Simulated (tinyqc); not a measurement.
Band edges of strained Si(1-x)Ge(x) on relaxed Si(1-y)Ge(y), step by step. Values are carried at full precision from step to step, so a last printed digit may differ when a step is redone from the rounded ones.

Values are linear in the Ge fraction but for ED(x) = linear - CD x (1 - x) and a(x) = linear - Ca x (1 - x). Energies are on the common scale of Ev.

Values chosen for the exercise (end members near Si and Ge, in this order; not measured data):
- a = (5.435, 5.663) angstrom (lattice constant)
- Dso = (0.044, 0.294) eV (spin-orbit splitting)
- av = (2.46, 1.23) eV (valence hydrostatic potential)
- b = (-2.07, -2.58) eV (tetragonal shear potential)
- d = (-4.79, -5.24) eV (trigonal shear potential)
- C11 = (167.3, 127.2) GPa
- C12 = (64.8, 48.9) GPa
- C44 = (78.9, 66.3) GPa
- Ev = (0, 0.69) eV (top of the unstrained valence band)
- ED = (1.169, 0.915) eV (gap to the Delta valleys)
- EL = (2.038, 0.752) eV (gap to the L valleys)
- aD = (1.59, 1.27) eV (hydrostatic potential of the Delta gap)
- aL = (-2.82, -2.74) eV (hydrostatic potential of the L gap)
- XuD = (9.35, 9.2) eV (uniaxial potential, Delta)
- XuL = (15.61, 15.52) eV (uniaxial potential, L)
- CD = 0.213 eV (bowing of the Delta gap)
- Ca = 0 angstrom (bowing of the lattice constant)
- x = 0.08 (Ge fraction of the layer)
- y = 0.47 (Ge fraction of the relaxed buffer)
- face = 001 (growth face)

## Values of the layer and the buffer

Interpolate at x and at y.

Interpolated values (a in angstrom, C11, C12, C44 in GPa, all else in eV):
```
symbol      layer     buffer
a         5.45324    5.54216
Dso       0.06400    0.16150
av        2.36160    1.88190
b        -2.11080   -2.30970
d        -4.82600   -5.00150
C11     164.09200  148.45300
C12      63.52800   57.32700
C44      77.89200   72.97800
Ev        0.05520    0.32430
ED        1.13300    0.99656
EL        1.93512    1.43358
aD        1.56440    1.43960
aL       -2.81360   -2.78240
XuD       9.33800    9.27950
XuL      15.60280   15.56770
```

## Strain of the layer on a (001) buffer

Coherent growth on a (001) face: e_par = (a(y) - a(x))/a(x), e_perp = -2 (C12/C11) e_par; exx = eyy = e_par, ezz = e_perp, no shear.

Use the elastic constants of the layer.

e_par = 0.016306
e_perp = -0.012626

strain tensor in the cubic axes:
```
          x         y          z
x  0.016306  0.000000   0.000000
y  0.000000  0.016306   0.000000
z  0.000000  0.000000  -0.012626
```

The layer is under tension in the plane; its volume changes by +1.999 %.

## Conduction valleys of the layer

A valley with unit axis u lies at Ev + gap + (av + a_valley) tr(e) + Xu (u.e.u - tr(e)/3); the Delta axes are x, y, z and the L axes [111], [1-1-1], [-11-1], [-1-11]. The second-order shift of the Delta valleys under shear is left out; it lowers the pair normal to the sheared plane by tens of meV at a shear of 1 %.

Give the hydrostatic shifts, the uniaxial shifts and the edges.

hydrostatic shifts of Delta and L (eV): 0.0785  -0.0090

uniaxial shifts (eV): Delta x 0.0901, Delta y 0.0901, Delta z -0.1801, L [111] 0.0000, L [1-1-1] 0.0000, L [-11-1] 0.0000, L [-1-11] 0.0000

valley edges (eV): Delta x 1.3567, Delta y 1.3567, Delta z 1.0866, L [111] 1.9813, L [1-1-1] 1.9813, L [-11-1] 1.9813, L [-1-11] 1.9813

The lowest set is Delta2 (the digit counts whole valleys) at 1.0866 eV; the Delta valleys spread over 270 meV and the L valleys over 0 meV.

## Valence edges of the layer

Valence edges: Ev plus the levels of the 6 x 6 matrix of X, Y, Z times spin with -Dso/3 + l exx + m (eyy + ezz) on the diagonal (cyclic), n exy off it, l = av + 2 b, m = av - b, n = sqrt(3) d. Spin-orbit term (Dso/3) L.sigma on X, Y, Z with (L_k)_ij = -i epsilon_kij: <X+|H|Y+> = -i Dso/3, <X+|H|Z-> = Dso/3, <Y+|H|Z-> = -i Dso/3, <Z+|H|X-> = -Dso/3, <Z+|H|Y-> = i Dso/3, <X-|H|Y-> = i Dso/3, and their conjugates; + and - are the spin along z.

Give the strain block and the three twofold edges.

strain block (eV), lower triangle:
```
         X        Y       Z
X  -0.0139
Y        0  -0.0139
Z        0        0  0.1693
```

edges from the top (eV): 0.2076  0.0413  -0.0057

The top two edges are split by 166 meV.

## Gap and offsets against the buffer

Buffer: Ev(y) and Ec = Ev(y) + min(ED, EL). dEc = Ec(buffer) - Ec(layer), dEv = Ev(layer) - Ev(buffer); positive values confine the carrier in the layer; type I if both have one sign.

gap of the strained layer = 0.8790 eV
gap of the buffer = 0.9966 eV
dEc = 0.2343 eV
dEv = -0.1167 eV

Type II: electrons collect in the layer (234 meV) and holes in the buffer (117 meV). The relaxed layer would have a gap of 1.133 eV, so strain has moved it by -254 meV.

## Checks

- Mean of the three Delta edges against the hydrostatic shift alone (eV): both 1.26667.

Run: tinyqc, `OMP_NUM_THREADS=1 python tinyqc.py 1080849 1080850 out.jsonl`; Intel(R) Xeon(R) Processor @ 2.30GHz, one thread, shared host; about 0.01 s of CPU time with all checks.
